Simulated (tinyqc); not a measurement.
Van der Pauw, Hall and four-point-probe measurements on a doped layer: correction factor against the shape of the sample.

A uniform p-type layer with sheet resistance Rs = 1/(q ns mu), point contacts, low field (mu B small).

Rs = 1/(q ns mu). For a rectangle with contacts at the corners, RA = (8 Rs/pi) sum_(k>=0) ln coth((2k + 1) pi a/(2 b)) with current along a short side b and voltage along the opposite one, RB the same with a and b exchanged. ar = a/b. F = Rs/[(pi/ln 2)(RA + RB)/2]; small-asymmetry estimate 1 - (ln 2/2) d^2 - ((ln 2)^2/4 - (ln 2)^3/12) d^4 with d = (RB - RA)/(RB + RA).

Values chosen for this exercise:
- ns = 1.6e12 cm^-2 (sheet density of the layer)
- mu = 20 cm^2/(V s) (drift mobility)

Constants: q = 1.602176634e-19 C. Results are converted to the units shown.

Correction factor against the shape of the sample:

| ar | RA (ohm) | RB (ohm) | RB/RA | F | estimate of F |
|---|---|---|---|---|---|
| 1 | 43034 | 43034 | 1.0000 | 1.0000 | 1.0000 |
| 1.34 | 14756 | 96440 | 6.5355 | 0.77403 | 0.78609 |
| 1.69 | 4912.8 | 1.5993e5 | 32.554 | 0.52212 | 0.62128 |
| 2.03 | 1688.2 | 2.2465e5 | 133.07 | 0.38027 | 0.57672 |
| 2.37 | 580.15 | 2.9041e5 | 500.59 | 0.29577 | 0.56529 |
| 2.71 | 199.37 | 3.5654e5 | 1788.4 | 0.24126 | 0.56225 |
| 3.06 | 66.392 | 4.2474e5 | 6397.4 | 0.20261 | 0.56140 |
| 3.4 | 22.816 | 4.9103e5 | 21522 | 0.17527 | 0.56116 |

What does the table show?

RB/RA rises from 1.00 to 21500 and F falls from 1.00 to 0.175. The estimate is 19 % above F at a/b = 1.69 and 3.20 times it in the last row. RA shrinks about as exp(-pi a/b): by a factor of 2.91 between the last two rows, against 2.91.

Program tinyqc, `OMP_NUM_THREADS=1 python tinyqc.py 2850224 2850225 out.jsonl`; Intel Xeon 2.30GHz, shared host, one thread, about 0.01 s.
